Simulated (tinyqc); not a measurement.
Worked calculation: switching kinetics of a ferroelectric film and the memory window of a ferroelectric gate stack. Computed by tinyqc, a small Python program that keeps every step. Command: `OMP_NUM_THREADS=1 python tinyqc.py 3030585 3030586 out.jsonl feswitch walk`. One thread of a shared host (Intel(R) Xeon(R) Processor @ 2.30GHz), about 0.02 s of CPU time with the checks. Intermediate numbers are printed to about 6 digits and carried at full precision; extremes and crossings named in words are read from the listed rows.

Fields in MV/cm; 1 microcoulomb/cm^2 over eps_0 is 11.29409 MV/cm. In the stack (metal, ferroelectric, interlayer, channel) the channel is taken as a conductor.

Inputs (values chosen for the exercise, for a model hafnia-based film):
```
quantity                                   value               unit
saturation polarisation P_s                   23  microcoulomb/cm^2
ratio P_r/P_s                               0.76                  -
coercive field E_c                           1.2              MV/cm
permittivity of the ferroelectric eps_F       27                  -
thickness t_F                                 16                 nm
permittivity of the interlayer eps_I         3.9                  -
interlayer thickness t_I                     1.5                 nm
share s of P screened by trapped charge     0.72                  -
pulse height V                               6.4                  V
time constant t_inf                      2.3e-10                  s
activation field E_a                         5.2              MV/cm
Merz exponent alpha                            1                  -
dimension n                                    2                  -
half width w of log10 t                     0.96                  -
pulse length t_p                         1.2e-08                  s
breakdown field of the interlayer             16              MV/cm
```

Kinetics: nucleation-limited (NLS).

## The hysteresis loop

Saturated branches: P(E) = P_s tanh[(E -/+ E_c)/(2 delta)], delta = E_c/ln[(1 + P_r/P_s)/(1 - P_r/P_s)]; D = P + eps_0 eps_F E.

delta = 0.602280 MV/cm

P on both branches (microcoulomb/cm^2) at E/E_c = -3, -2, -1, -0.5, 0, 0.5, 1, 1.5, 2, 3:
```
E (MV/cm)  rising branch  falling branch
-3.6            -22.9841        -22.1602
-2.4            -22.8837        -17.4800
-1.2            -22.1602          0.0000
-0.6            -20.7947         10.5944
0.0             -17.4800         17.4800
0.6             -10.5944         20.7947
1.2               0.0000         22.1602
1.8              10.5944         22.6863
2.4              17.4800         22.8837
3.6              22.1602         22.9841
```

peak differential permittivity eps_F + P_s/(2 delta eps_0) = 242.651

## Memory window

At threshold the channel charge is negligible, so D = 0 on each branch: (1 - s) P(E) + eps_0 eps_F E = 0, with the screened share s. The rising branch has the root E0 between 0 and E_c; window = 2 E0 t_F; its upper bound is 2 E_c t_F.

field E0 = 0.820895 MV/cm

memory window = 2.62686 V

bound 2 E_c t_F = 3.84 V

fixed-charge estimate 2 (1 - s) P_r t_F/(eps_0 eps_F) = 6.55144 V

Charge and coercive field both limit the window.

## Fields in the stack

Series stack: V = E_F t_F + E_I t_I and eps_I E_I = eps_F E_F + (1 - s) P/eps_0. Before switching P = -P_r, after it P = +P_s; in retention V = 0 and P = +P_r.

E_F before switching = 3.23145 MV/cm

E_F after switching = 1.36539 MV/cm

E_I after switching = 28.1025 MV/cm

depolarising field in retention = 0.805799 MV/cm

depolarising field over E_c = 0.671499

The interlayer field exceeds its breakdown field. Caution: the interlayer field exceeds its breakdown field, so charge injection would change the fields.

## Switched share after the pulse

Merz's law: t1 = t_inf exp[(E_a/E)^alpha] at the mean of the fields before and after switching. NLS: switched share = integral of [1 - exp(-(t/tau)^n)] F(z) dz over z = log10 tau, with the Lorentzian F = (1/pi) w/[(z - log10 t1)^2 + w^2].

mean field = 2.29842 MV/cm

switching time t1 = 2.20945e-09 s

switched share = 0.725893

t_p is 5.4 t1. A field higher by 10 % would shorten t1 by a factor 1.2. The step approximation 1/2 + arctan[log10(t_p/t1)/w]/pi gives 0.708. Caution: the field changes much during switching, so one mean field is a crude stand-in.

## KAI against NLS in time

KAI: 1 - exp[-(t/t1)^n]. NLS: the same kernel averaged over the Lorentzian F = (1/pi) w/[(z - log10 t1)^2 + w^2] in z = log10 tau.

Switched share:
```
log10(t/t1)      KAI       NLS
-3.0         0.00000  0.103519
-2.0         0.00010  0.153326
-1.0         0.00995  0.272041
-0.5         0.09516  0.386957
-0.2         0.32841  0.475101
0.0          0.63212  0.537015
0.2          0.91888  0.596951
0.5          0.99995  0.675987
1.0          1.00000  0.770119
2.0          1.00000  0.863379
3.0          1.00000  0.904531
```

KAI goes from 10 to 90 % within 0.67 decades of time; a Lorentzian of this width needs about 2 w tan(0.4 pi) = 5.9 decades. Three decades after t1, 9.5 % of the NLS film has not switched, and three decades before it 10.4 % already has: the tails set write margins and disturb errors.

## Interlayer thickness

Series stack: V = E_F t_F + E_I t_I and eps_I E_I = eps_F E_F + (1 - s) P/eps_0. E_I is for P = +P_s at the pulse height, the depolarising field for P = +P_r at V = 0; V needed puts E_F = 1.5 E_c after switching.

Stack against t_I:
```
t_I (nm)  E_F after (MV/cm)  E_I (MV/cm)  depolarising field / E_c  V needed (V)
0.3                 3.23092      41.0176                  0.196021        3.8133
0.5                 2.80939      38.0994                  0.303457        4.4356
0.8                 2.27872      34.4255                  0.438713        5.3689
1.2                 1.71223      30.5036                  0.583099        6.6134
1.6                 1.26161      27.3839                  0.697952        7.8578
2.0                 0.89461      24.8432                  0.791492        9.1023
3.0                 0.21896      20.1656                  0.963699       12.2134
```

Each nanometre of interlayer costs 3.11 V, against 0.18 V for a nanometre of ferroelectric. The depolarising field grows from 0.20 to 0.96 E_c. At E_F = 1.5 E_c the interlayer carries (1.5 eps_F E_c + (1 - s) P_s/eps_0)/eps_I = 31.1 MV/cm whatever its thickness, above its breakdown field of 16 MV/cm, so the voltages in the last column could not be applied without breakdown. Caution: rows with E_I above the breakdown field of the interlayer cannot be reached without charge injection. Caution: where E_F after switching is below E_c the switching stalls before P_s, and where the depolarising field exceeds E_c the state switches back, so those rows describe states that are not held.

Checks made by the program: the remanence (relative difference below 1e-10).
